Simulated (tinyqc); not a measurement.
# A particle near a wafer in liquid: double-layer and van der Waals forces (DLVO), deposition barrier and removal, step by step

A worked calculation. Computed by tinyqc, a small Python program that keeps every step. Command: `OMP_NUM_THREADS=1 python tinyqc.py 3110981 3110982 out.jsonl dlvo walk`. One thread of a shared host (Intel(R) Xeon(R) Processor @ 2.30GHz), about 0.01 s of CPU time with the checks. Intermediate numbers are printed to about 5 digits and carried at full precision; extremes and crossings named in words are read from the listed rows.

Sphere and flat wall, Derjaguin approximation, constant potentials in the linear-superposition form, no retardation and no hydration force.

Inputs (values chosen for the exercise, of the order of those for polymer latex on silicon in water):

| quantity | value | unit |
|---|---|---|
| particle radius R | 450 | nm |
| Hamaker constant A | 1.3e-20 | J |
| potential of the particle psi_1 | -25 | mV |
| potential of the wafer psi_2 | -47 | mV |
| salt concentration c | 0.00069 | mol/L |
| valence z of the symmetric salt | 1 | - |
| temperature T | 323 | K |
| dielectric constant of the liquid | 69.9 | - |
| gap h | 10 | nm |
| contact distance h0 | 0.4 | nm |
| contact radius over R | 0.12 | - |
| viscosity | 0.57 | mPa s |

Constants: e = 1.602176634e-19 C; N_A = 6.02214076e+23 1/mol; eps_0 = 8.8541878128e-12 F/m; k_B = 1.380649e-23 J/K; k_B = 8.617333262e-05 eV/K.

## Screening

kappa^2 = 2 z^2 e^2 N_A (1000 c)/(eps eps_0 k_B T); gamma_i = tanh(z e psi_i/(4 k_B T)); Z = 64 pi eps eps_0 (k_B T/(z e))^2 gamma_1 gamma_2.

kappa = 0.087916 1/nm

Debye length = 11.374 nm

gamma_1 = -0.22085

gamma_2 = -0.39874

Z = 8.4895 pN

kappa R = 39.562

Like signs: the double layers repel.

## Energy and force at one gap

U(h) = Z R exp(-kappa h) - A R/(6 h); F(h) = -dU/dh = kappa Z R exp(-kappa h) - A R/(6 h^2), positive for repulsion.

double-layer energy = 355.63 k_B T

van der Waals energy = -21.863 k_B T

U(h) = 333.76 k_B T

F(h) = 129.68 pN

Caution: for kappa h below 1 linear superposition is only rough, and charge regulation matters.

## The curve

The formulas are those given above.

Against the gap:

| h (nm) | kappa h | U (k_B T) | F (pN) |
|---|---|---|---|
| 0.4 | 0.0352 | 280.47 | -5.7695e+03 |
| 0.6 | 0.0527 | 448.25 | -2.3897e+03 |
| 1.0 | 0.0879 | 565.93 | -6.6740e+02 |
| 1.5 | 0.1319 | 605.07 | -1.3896e+02 |
| 2.5 | 0.2198 | 600.18 | 1.1359e+02 |
| 4.0 | 0.3517 | 548.02 | 1.7535e+02 |
| 7.0 | 0.6154 | 431.72 | 1.6161e+02 |
| 12.0 | 1.0550 | 280.06 | 1.1018e+02 |
| 20.0 | 1.7583 | 136.70 | 5.5443e+01 |
| 40.0 | 3.5167 | 19.98 | 9.3654e+00 |

Caution: in rows with kappa h below 1 linear superposition is only rough.

## Barrier and secondary minimum

F = 0 reads x^2 exp(-x) = y with x = kappa h and y = A kappa/(6 Z); the left side peaks at x = 2 with 4/e^2 = 0.5413, so roots exist for smaller y: x < 2 is the barrier, x > 2 the secondary minimum.

y = 0.022438

position of the barrier = 1.8480 nm

barrier height = 609.89 k_B T

position of the secondary minimum = 90.326 nm

energy at the secondary minimum = -2.1157 k_B T

A barrier above 15 k_B T practically stops deposition. The secondary minimum is deep enough to hold particles loosely.

## Critical salt concentration

The barrier height is zero when U = 0 and F = 0 together: kappa h = 1 and kappa = 6 Z/(e A), e = 2.718282 here; c follows from kappa^2, with the potentials held fixed.

critical kappa = 1.4414 1/nm

critical concentration = 0.18548 mol/L

## Adding salt

kappa scales as sqrt(c); potentials are held fixed. A dash marks rows without a maximum.

Against the concentration:

| c (mol/L) | Debye length (nm) | barrier at (nm) | barrier (k_B T) | minimum at (nm) | minimum (k_B T) |
|---|---|---|---|---|---|
| 1.85e-05 | 69.465 | 4.3443 | 754.40 | 7.1297e+02 | -2.7677e-01 |
| 1.85e-04 | 21.967 | 2.5068 | 677.06 | 1.9344e+02 | -1.0019e+00 |
| 1.85e-03 | 6.947 | 1.4813 | 544.55 | 5.0515e+01 | -3.7329e+00 |
| 9.27e-03 | 3.103 | 1.0548 | 402.53 | 1.8997e+01 | -9.6287e+00 |
| 3.71e-02 | 1.551 | 0.8194 | 238.30 | 7.8167e+00 | -2.2420e+01 |
| 9.27e-02 | 0.981 | 0.7235 | 107.65 | 4.1533e+00 | -4.0204e+01 |
| 1.67e-01 | 0.731 | 0.6946 | 16.53 | 2.6556e+00 | -5.9663e+01 |
| 2.78e-01 | 0.567 | 0.7141 | -63.21 | 1.6913e+00 | -8.5958e+01 |
| 5.56e-01 | 0.401 | - | - | - | - |

At low salt the barrier tends to Z R = 857 k_B T; it is half of that between 0.0019 and 0.0093 mol/L and changes sign at 0.19 mol/L, while the secondary minimum deepens to -60 k_B T at 0.9 of that.

## Removing an attached particle

Adhesion F_a = A R/(6 h0^2) [1 + a^2/(R h0)] - kappa Z R exp(-kappa h0), a the contact radius. Drag in a shear flow F_d = 1.7 x 6 pi mu R^2 G, acting at 1.4 R; rolling starts when 1.4 R F_d = a F_a. Wall shear stress = mu G.

van der Waals adhesion = 1.0481e+05 pN

net adhesion F_a = 1.0449e+05 pN

wall shear stress for rolling = 1380.2 Pa

shear rate G = 2.4214e+06 1/s

Checks made by the program: force against a difference of U (relative difference 1e-10).
